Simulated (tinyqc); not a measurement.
Inside a calculation: three-level Kane dispersion of a narrow-gap semiconductor. Values are carried at full precision from step to step, so a last printed digit may differ when a step is redone from the rounded ones.

Zero of energy at Gamma8, c = hbar^2/2m0, P^2 = Ep c. The free-electron term and remote bands are left out, so the heavy holes are flat at E = 0 and the other three bands obey E (E - Eg)(E + Dso) = P^2 k^2 (E + 2 Dso/3). The conduction band is the highest root; its edge is Ec = max(Eg, 0).

Constants: hbar^2/2m0 = 3.80998211 eV angstrom^2; hbar = 6.58211957e-16 eV s; e^2/(4 pi eps0) = 14.39964547 eV angstrom; muB = 5.788381798e-05 eV/T.

Parameters, chosen for this exercise (near those of HgTe; not measured data): Eg = -0.306 eV (E(Gamma6) - E(Gamma8)); Dso = 1.11 eV (spin-orbit splitting); Ep = 18.4 eV (Kane energy); k = 0.018 1/angstrom (wave vector); n = 1.1e+17 cm^-3 (electron density); eps = 15.3 (high-frequency dielectric constant); B = 3.4 T (magnetic field).

## The three bands at one k

Expand the equation into E^3 + a2 E^2 + a1 E + a0 = 0 and give its roots; compare with the two-level form (Dso to infinity) E = Eg/2 +/- sqrt(Eg^2/4 + (2/3) P^2 k^2).

P^2 k^2 = 0.022714 eV^2

a2, a1, a0: 1.416000  0.316946  -0.016808

roots (eV): -1.1195  -0.3406  0.0441

two-level form (eV): -0.3493  0.0433

The two-level form misses the highest root by -0.7 meV. The order is inverted: the band that would be the light hole curves upward from Gamma8 and touches the heavy holes, so there is no gap.

## Mass at the edge and limiting velocity

For Eg < 0 the conduction band starts at Gamma8 with m0* = 3 |Eg|/(2 Ep). In the two-level form the velocity tends to v = sqrt(2/3) P/hbar, and |Eg| = 2 m v^2 with m = 3 |Eg|/(2 Ep), as for a relativistic particle. 1 angstrom = 1e-10 m.

m0* = 0.02495 m0
P = 8.3728 eV angstrom
v = 1.039e+06 m/s
k at which the linear part sets in, |Eg|/(2 hbar v) = 0.02238 1/angstrom

## Fermi level and mass at a given density

Degenerate electrons at T = 0: kF = (3 pi^2 n)^(1/3), 1 cm^-3 = 1e-24 angstrom^-3; EF is the highest root at kF. The momentum (cyclotron, optical) mass is m(E) = hbar^2 k/(dE/dk) = c d(k^2)/dE with d(k^2)/dE = k^2 [1/E + 1/(E - Eg) + 1/(E + Dso) - 1/(E + 2 Dso/3)]; the density of states is k d(k^2)/dE/(2 pi^2).

Edge mass m0* = 3 |Eg|/(2 Ep).

Compare EF - Ec with the parabolic value c kF^2/m0*.

kF = 0.01482 1/angstrom
EF - Ec = 0.0309 eV
parabolic value = 0.0336 eV
m(EF) = 0.02923 m0
m(EF)/m0* = 1.172
density of states at EF = 5.761e+18 1/(eV cm^3)

The parabola overstates EF - Ec by a factor of 1.09; (EF - Ec)/|Eg| = 0.10, and the two-level rule 1 + 2 (EF - Ec)/|Eg| = 1.202 estimates the mass ratio.

## Plasma and cyclotron energies

hbar wp = sqrt(8 pi c (e^2/4 pi eps0) n/(eps m)), hbar wc = 2 muB B/m (classical limit), with m = m(EF) and, for comparison, the edge mass; n in angstrom^-3.

hbar wp with m(EF), with m0* (meV): 18.42  19.93

hbar wc with m(EF), with m0* (meV): 13.47  15.78

hbar wc is not small against EF - Ec = 30.9 meV, so fewer than ten Landau levels are filled and the classical value is only a guide.

## Checks

- Roots of the cubic against the 8 x 8 Kane matrix without remote terms: they agree to 1e-10 or better.
- m(E) near the edge against m0*: both 0.02495.

Program tinyqc; command `OMP_NUM_THREADS=1 python tinyqc.py 1050072 1050073 out.jsonl`; about 0.01 s on one thread of a shared Intel(R) Xeon(R) Processor @ 2.30GHz.
